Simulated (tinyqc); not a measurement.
Worked calculation: order-disorder in a binary alloy on two sublattices: Bragg-Williams and pair (quasi-chemical) approximations. Computed by tinyqc, a small Python program that keeps every step. Command: `OMP_NUM_THREADS=1 python tinyqc.py 3010854 3010855 out.jsonl order walk`. One thread of a shared host (Intel(R) Xeon(R) Processor @ 2.30GHz), about 0.01 s of CPU time with the checks. Intermediate numbers are printed to about 6 digits and carried at full precision; extremes and crossings named in words are read from the listed rows.

All z = 4 neighbours of a site lie on the other sublattice. B fills the sublattices with x + eta/2 and x - eta/2; energies are per site, from the pure components: u = -z w y with y the probability of an A-B bond taken in one order.

Inputs (values chosen for the exercise, for a model alloy): ordering energy w = (e_AA + e_BB)/2 - e_AB = 12.1 meV; fraction x of B = 0.5; temperature T = 180 K.

Lattice: square (z = 4). Method: plain iteration, 400 steps.

scattering factors f_A, f_B (electrons): 21  47

Constants: k_B = 8.617333262e-05 eV/K.

## Critical temperatures

Bragg-Williams: k_B T_c = 2 z w x (1 - x). Pair approximation at x = 1/2: k_B T_c = w/ln(z/(z - 2)).

T_c, Bragg-Williams = 280.829 K

T_c, pair approximation at x = 1/2 = 202.576 K

At x = 1/2 the pair value is 0.721 of the Bragg-Williams one; the ratio tends to 1 as z grows.

## Long-range order, Bragg-Williams

Bragg-Williams: u = -z w [x (1 - x) + eta^2/4]; minimising f gives ln[a (1 - b)/(b (1 - a))] = 2 z w eta/(k_B T) =: ln Q, a = x + eta/2, b = x - eta/2. For given Q this is a quadratic for eta, (Q - 1) eta^2/4 - (Q + 1) eta/2 + (Q - 1) x (1 - x) = 0, smaller root: the map eta -> phi(eta). Plain iteration eta = phi(eta), 400 steps at most; start at 0.999 times 2x; stop when |phi - eta| < 1e-10.

Iteration:
```
step       eta  phi(eta)     phi - eta
1     0.999000  0.915194  -8.38062e-02
2     0.915194  0.891225  -2.39684e-02
3     0.891225  0.883271  -7.95408e-03
4     0.883271  0.880513  -2.75813e-03
5     0.880513  0.879543  -9.70568e-04
6     0.879543  0.879199  -3.43289e-04
7     0.879199  0.879078  -1.21640e-04
...        ...       ...           ...
15    0.879011  0.879011  -3.04512e-08
16    0.879011  0.879011  -1.08006e-08
17    0.879011  0.879011  -3.83084e-09
18    0.879011  0.879011  -1.35875e-09
19    0.879011  0.879011  -4.81932e-10
20    0.879011  0.879011  -1.70934e-10
21    0.879011  0.879011  -6.06284e-11
```

order parameter eta = 0.879011

last residual = 6.06284e-11

Converged: eta is 87.9 % of its largest value 2x. Caution: T is near or above the T_c of the better pair approximation, so the true long-range order is lower than Bragg-Williams gives.

## Energy, entropy and site fractions

a = x + eta/2, b = x - eta/2; u = -z w [x (1 - x) + eta^2/4]; s/k_B = [s2(a) + s2(b)]/2, s2(c) = -c ln c - (1 - c) ln(1 - c); gain on ordering = f(eta) - f(0), f = u - T s. Superlattice over fundamental intensity = [eta (f_B - f_A)/2]^2/[(1 - x) f_A + x f_B]^2.

B fraction on its own sublattice = 0.939505

B fraction on the A sublattice = 0.0604945

energy u = -21.4492 meV/site

entropy s = 0.228326 k_B/site

gain on ordering = -2.13926 meV/site

intensity ratio = 0.112958

The antisite fraction is 0.0605; the dilute estimate exp(-z w/(k_B T)) gives 0.0441.

## Short-range order at the Bragg-Williams T_c

Quasi-chemical disordered state, with T here the Bragg-Williams T_c and not the input T: y^2/[(1 - x - y)(x - y)] = exp(2 w/(k_B T)) =: E, so y = 2 x (1 - x)/(1 + r), r = sqrt(1 - 4 x (1 - x)(1 - 1/E)); Warren-Cowley alpha = 1 - y/(x (1 - x)); u = -z w y.

bond probability y = 0.311230

alpha of the disordered state at the Bragg-Williams T_c = -0.244919

energy of the disordered state = -15.0635 meV/site

Short-range order already holds 24 % of the full ordering energy z w x^2, counted from the random alloy at -z w x (1 - x); Bragg-Williams puts none there.

## Both approximations at x = 1/2

At x = 1/2 the alloy is an Ising model with K = w/(2 k_B T). Bragg-Williams: eta = tanh(z K eta), neighbour correlation -eta^2. Pair: h = (z - 1) artanh(tanh K tanh h), eta = tanh(z h/(z - 1)), correlation -(tanh K + tanh^2 h)/(1 + tanh K tanh^2 h). T is given in units of the Bragg-Williams T_c at x = 1/2, z w/(2 k_B).

Order and neighbour correlation:
```
T/T_c    T (K)  eta, Bragg-Williams  correlation, Bragg-Williams  eta, pair  correlation, pair
0.30    84.249             0.997414                    -0.994834   0.997044          -0.994316
0.45   126.373             0.973976                    -0.948629   0.960954          -0.932738
0.55   154.456             0.935529                    -0.875215   0.876888          -0.813708
0.65   182.539             0.872065                    -0.760498   0.658467          -0.588448
0.75   210.622             0.775516                    -0.601426   0.000000          -0.321513
0.85   238.705             0.629501                    -0.396272   0.000000          -0.285920
0.95   266.788             0.379485                    -0.144009   0.000000          -0.257247
1.10   308.912             0.000000                     0.000000   0.000000          -0.223439
1.50   421.244             0.000000                     0.000000   0.000000          -0.165140
```

The pair approximation loses long-range order between T/T_c = 0.65 and 0.75, at 203 K, and keeps a correlation of -0.165 in the last row. At its own T_c the correlation is -1/(z - 1) = -0.333, so the fewer the neighbours, the more of the ordering energy is released above T_c.

Checks made by the program: eta against bracketed root finding (relative difference 1e-10).
